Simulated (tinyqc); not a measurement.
Limits of the phonon part: Bloch-Grueneisen resistivity of a metal. Computed by tinyqc, a small Python program. Command: `OMP_NUM_THREADS=1 python tinyqc.py 3018776 3018777 out.jsonl bg walk`. One thread of a shared host (Intel(R) Xeon(R) Processor @ 2.30GHz), about 0.01 s of CPU time with the checks.

Electrons scatter from a Debye spectrum of phonons (n = 5 for scattering within one band, n = 3 for scattering into a second, heavy band) and from static defects.

Inputs (values chosen for the exercise, modelled on silver): exponent n = 5; Debye temperature Theta = 212 K; transport coupling lambda_tr = 0.12; Drude plasma energy hbar w_p = 9.3 eV; residual resistivity rho_0 = 0.13 microohm cm.

Addition: none.

Constants: k_B = 1.380649e-23 J/K; hbar = 1.054571817e-34 J s; eps_0 = 8.8541878128e-12 F/m; hbar = 6.582119569e-16 eV s.

Method:
- J_n(y) = int_0^y x^n e^x/(e^x - 1)^2 dx, by 96 Gauss-Legendre points (upper limit at most 60).
- rho_ph = (n - 1) rho_1 (T/Theta)^n J_n(Theta/T), with rho_1 = 2 pi lambda_tr k_B Theta/(hbar eps_0 w_p^2), the high-temperature line at T = Theta.
- Matthiessen's rule: rho = rho_0 + rho_ph.
- Low T: (n - 1) n! zeta(n) rho_1 (T/Theta)^n. High T: rho_1 (T/Theta) [1 - (n - 1)/(12 (n + 1)) (Theta/T)^2].

Resistivities (microohm cm):
```
T (K)      rho_ph   low-T law  straight line  line with correction  total rho
6.4    1.4775e-05  1.4775e-05         0.0357                     -     0.1300
11.0   2.2159e-04  2.2161e-04         0.0614                     -     0.1302
17.0   1.9253e-03  1.9538e-03         0.0949                     -     0.1319
25.0   1.1479e-02  1.3438e-02         0.1396                     -     0.1415
42.0   7.4112e-02  1.7984e-01         0.2345                     -     0.2041
74.0   2.7065e-01  3.0534e+00         0.4133                0.2248     0.4006
110.0  5.0331e-01  2.2161e+01         0.6143                0.4875     0.6333
170.0  8.7190e-01  1.9538e+02         0.9494                0.8673     1.0019
250.0  1.3418e+00  1.3438e+03         1.3961                1.3404     1.4718
420.0  2.3126e+00  1.7984e+04         2.3455                2.3123     2.4426
```

The low-T law holds to 10 % up to 17 K, the straight line from 170 K on. The local exponent of rho_ph falls from 5.00 to 1.05. Phonons overtake the residual resistivity between 42.0 and 74.0 K.

Extremes, crossings and ranges named in words are read from the listed rows.
